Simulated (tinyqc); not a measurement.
Worked calculation: Luttinger-Kohn k.p, four valence bands. One step of it, computed by the program tinyqc.

Problem. Hole masses. E = c [g1 k^2 -/+ 2 sqrt(g2^2 k^4 + 3 (g3^2 - g2^2)(kx^2 ky^2 + ky^2 kz^2 + kz^2 kx^2))] with c = hbar^2/2m, and m* = hbar^2 k^2 / (2 E).

Luttinger parameters chosen for this model; energies are counted downward from the top of the valence band:

| parameter | value | unit |
|---|---|---|
| g1 | 5.080000 |  |
| g2 | 1.580000 |  |
| g3 | 1.760000 |  |

Give: Masses.

Solution.

Masses (electron masses):

| direction | heavy | light |
|---|---|---|
| [100] | 0.5208 | 0.1214 |
| [110] | 0.6074 | 0.1175 |
| [111] | 0.6410 | 0.1163 |
